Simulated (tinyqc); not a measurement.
Ellipsometry and reflectance of a transparent film on an absorbing substrate: one step of the calculation.

Air (index 1), film, substrate with N2 = n2 - i k2; time factor exp(+i w t). q_j = sqrt(N_j^2 - sin^2 th), root with positive real part. Fresnel coefficients r_s = (q_a - q_b)/(q_a + q_b), r_p = (N_b^2 q_a - N_a^2 q_b)/(N_b^2 q_a + N_a^2 q_b). tan(Psi) exp(i Delta) = R_p/R_s, Delta taken from 0 to 360 degrees.

Task. Psi, Delta and reflectances. beta = 2 pi d q1/lam, X = exp(-2 i beta), R = (r01 + r12 X)/(1 + r01 r12 X) for p and s.

Inputs (values chosen for the exercise): wavelength lam = 405 nm; film thickness d = 1.7 nm.

q1 = 1.1265286
r01,p = -0.20963905
r01,s = -0.53420663
r12,p = 0.48559554-0.02246314i
r12,s = -0.65241436+0.01796003i

Give: beta; X; R_p; R_s; Psi; Delta; |R_p|^2; |R_s|^2.

Result.

beta = 0.02971 rad
X = 0.9982-0.0594i
R_p = 0.3039-0.0607i
R_s = -0.8796+0.0223i
Psi = 19.40 degrees
Delta = 170.2 degrees
|R_p|^2 = 0.09604
|R_s|^2 = 0.7741

The bare substrate gives Psi = 19.30 and Delta = 175.51 degrees.

tinyqc, about 0.01 s, one thread, Intel Xeon 2.30GHz (shared host): `OMP_NUM_THREADS=1 python tinyqc.py 2870141 2870142 out.jsonl`
